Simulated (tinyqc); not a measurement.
Inside a calculation. Model: millisecond and nanosecond annealing: surface heating, thermal budget and solid-phase regrowth. Computed by tinyqc, a small Python program that keeps every step. Command: `OMP_NUM_THREADS=1 python tinyqc.py 3030173 3030174 out.jsonl flash walk`. One thread of a shared host (Intel(R) Xeon(R) Processor @ 2.30GHz), about 0.02 s of CPU time with the checks. Intermediate numbers are printed to about 7 digits and carried at full precision; extremes and crossings named in words are read from the listed rows.

A square pulse heats the surface of a thick wafer with constant thermal properties; losses by radiation are neglected and silicon melts at 1414 C.

Inputs (values chosen for the exercise, modelled on hot silicon with boron):
```
quantity                     value        unit
incident fluence              24.9      J/cm^2
pulse length t_p            0.0005           s
reflectance R                 0.46           -
thermal conductivity k        0.29    W/(cm K)
heat capacity per volume c    2.32  J/(cm^3 K)
preheat temperature T0         500           C
wafer thickness d              775          um
dopant prefactor D0          0.871      cm^2/s
dopant activation energy E    3.53          eV
regrowth prefactor v0        4e+08        cm/s
regrowth energy E_v           2.71          eV
amorphous layer                 15          nm
```

Source: flash lamp.

Constants: k_B = 8.617333262e-05 eV/K.

## Peak temperature

Absorbed flux q = (1 - R) fluence/t_p; kappa = k/c. With f(z, t) = (2 q/k) sqrt(kappa t) ierfc(z/(2 sqrt(kappa t))), ierfc(x) = exp(-x^2)/sqrt(pi) - x erfc(x): T = T0 + f(z, t) during the pulse and T0 + f(z, t) - f(z, t - t_p) after it. At the surface the rise at the end of the pulse is 2 q sqrt(t_p/(pi k c)); the fluence that just melts the surface scales with (1414 - T0).

absorbed flux q = 26892 W/cm^2

kappa = 0.125 cm^2/s

thermal length sqrt(kappa t_p) = 79.05694 um

peak temperature = 1327.218 C

fluence at the melting threshold = 27.51220 J/cm^2

The heated layer is 10 % of the wafer thickness, so the cold bulk quenches the surface.

## Temperature in depth and time

The formulas are those given above.

Temperature (C):
```
t/t_p   surface  z = 0.5 thermal lengths     z = 1     z = 2
0.10    761.589                  543.413  502.8904  500.0005
0.25    913.609                  646.358  536.8418  500.7170
0.50   1084.932                  790.011  622.1577  512.4491
0.75   1216.392                  908.724  709.6542  538.5961
1.00   1327.218                 1011.836  792.7152  573.6835
1.10   1106.005                 1006.463  821.6381  589.2493
1.50    928.200                  898.492  822.1872  643.7783
2.00    842.645                  827.845  787.3059  670.6318
4.00    721.652                  717.690  706.2234  666.1221
10.00   634.239                  633.358  630.7478  620.8099
```

One tenth of a pulse length after the end the surface has lost 221 C: cooling starts as sqrt(t - t_p), much faster than heating ends.

## Thermal budget

Temperatures in kelvin are T(C) + 273.15. Integrate exp(-E/(k_B T(t))) at the surface from 0 to 10 t_p (Gauss-Legendre, 60 points in sqrt(t) up to t_p and 60 in sqrt(t - t_p) after it). (Dt) = D0 x integral with E; regrowth = v0 x integral with E_v; effective time = integral/exp(-E/(k_B T_peak)).

budget (Dt) = 4.764725e-16 cm^2

diffusion length 2 sqrt(Dt) = 0.4365650 nm

effective time over t_p = 0.1430543

possible regrowth = 1081.667 nm

Only 14.3 % of the pulse counts at the peak; the estimate 2 k_B T_peak^2/(E (T_peak - T0)) gives 15.1 %. The amorphous layer of 15 nm regrows fully. Caution: equilibrium diffusivities are used; implant damage enhances diffusion, and k and c vary with temperature. Caution: the peak lies above 1150 C, and amorphous silicon melts some 200 to 250 K below the crystal, so a layer that has not regrown before the peak may melt instead.

## Same peak temperature, different pulse lengths

For each t_p the flux is set so that the peak temperature stays the same: q sqrt(t_p) is fixed.

Pulses:
```
t_p (s)   fluence (J/cm^2)    q (W/cm^2)  thermal length (um)  2 sqrt(Dt) (nm)  regrowth (nm)
1.00e-07      3.521392e-01  1.901552e+06         1.118034e+00     6.173962e-03   2.163333e-01
1.00e-06      1.113562e+00  6.013234e+05         3.535534e+00     1.952378e-02   2.163333e+00
1.00e-05      3.521392e+00  1.901552e+05         1.118034e+01     6.173962e-02   2.163333e+01
1.00e-04      1.113562e+01  6.013234e+04         3.535534e+01     1.952378e-01   2.163333e+02
3.00e-04      1.928746e+01  3.471742e+04         6.123724e+01     3.381618e-01   6.490000e+02
1.00e-03      3.521392e+01  1.901552e+04         1.118034e+02     6.173962e-01   2.163333e+03
3.00e-03      6.099229e+01  1.097861e+04         1.936492e+02     1.069362e+00   6.490000e+03
1.00e-02      1.113562e+02  6.013234e+03         3.535534e+02     1.952378e+00   2.163333e+04
```

Fluence and diffusion length grow as sqrt(t_p), regrowth as t_p. The layer of 15 nm regrows from t_p = 1e-05 s on among these rows, at a diffusion length of 0.062 nm. Caution: amorphous silicon melts some 200 to 250 K below the crystal, which matters for the short pulses that reach the peak before regrowth. Caution: the shortest pulses need a source absorbed within their thermal length, and the longest also heat the back of the wafer, which the thick-wafer formula leaves out.

Checks made by the program: heat stored at the end of the pulse against the absorbed fluence (relative difference below 1e-10).
